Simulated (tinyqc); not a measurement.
Worked calculation: tight binding, dimerised chain. One step of it, computed by the program tinyqc.

Task: Open chain of 3 cells. The same hoppings without the wrap-around bond.

H of the open chain (eV), lower triangle:
```
           1          2          3          4          5         6
1   0.000000
2  -0.350000   0.000000
3   0.000000  -2.200000   0.000000
4   0.000000   0.000000  -0.350000   0.000000
5   0.000000   0.000000   0.000000  -2.200000   0.000000
6   0.000000   0.000000   0.000000   0.000000  -0.350000  0.000000
```

Give: levels; weights of the highest filled level on the sites.

Result:

levels (eV): -2.406  -2.064  -0.009  0.009  2.064  2.406

weights of the highest filled level on the sites: 0.487  0.000  0.012  0.012  0.000  0.487

The bulk gap runs from -1.8500 to 1.8500 eV; 2 level(s) of this chain lie inside it: end states, which need the weaker bond inside the cell and a chain longer than their decay length.
